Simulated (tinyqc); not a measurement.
From results back to parameters: donor level screened by free carriers (Yukawa potential). Two cases, with inputs chosen for the exercise.

Problem. With Debye screening alone, ks^2 = 4 pi q n/(eps kB T), 1e18/cm^3 = 1e-6/angstrom^3. The converged binding was computed from a hidden density.

Potential -(q/(eps r)) exp(-ks r), q = e^2/(4 pi eps0). In units Ry* = Ry m/eps^2 and a* = a0 eps/m the problem is [-Laplacian - 2 exp(-x r)/r] psi = E psi with x = ks a*.

Converged values use 18 functions exp(-z r), z = 1.55^i, i = -11 to 6: S = 2/A^3, H = z_i z_j S - 2/(A + x)^2, A = z_i + z_j.

Constants: e^2/(4 pi eps0) = 14.39964547 eV angstrom; kB = 8.617333262e-05 eV/K.

Case 1.

Values chosen (out of a larger set: near those of a donor in Ge, with one mean mass; not measured data): eps = 16.4 (dielectric constant); T = 200 K (temperature).

Ry* = 8.347 meV
a* = 52.60 angstrom
binding = 2.7827 meV

Case 2.

Values chosen (out of a larger set: near those of a donor in Si, with one mean mass; not measured data): eps = 11.7 (dielectric constant); T = 77 K (temperature).

Ry* = 30.513 meV
a* = 20.17 angstrom
binding = 11.3088 meV

Find: x; n.

Solution. The binding in Ry* falls steadily with x, so bisection gives x; then n = (x/a*)^2 eps kB T/(4 pi q).

Case 1.

x = 0.461
n = 0.12 x 1e18/cm^3

Case 2.

x = 0.424
n = 0.19 x 1e18/cm^3

Computed by tinyqc, one run a case: `OMP_NUM_THREADS=1 python tinyqc.py N N+1 out.jsonl` with N = 1250919, 1250954; one thread of a shared Intel(R) Xeon(R) Processor @ 2.30GHz, about 0.01 s a run at most.
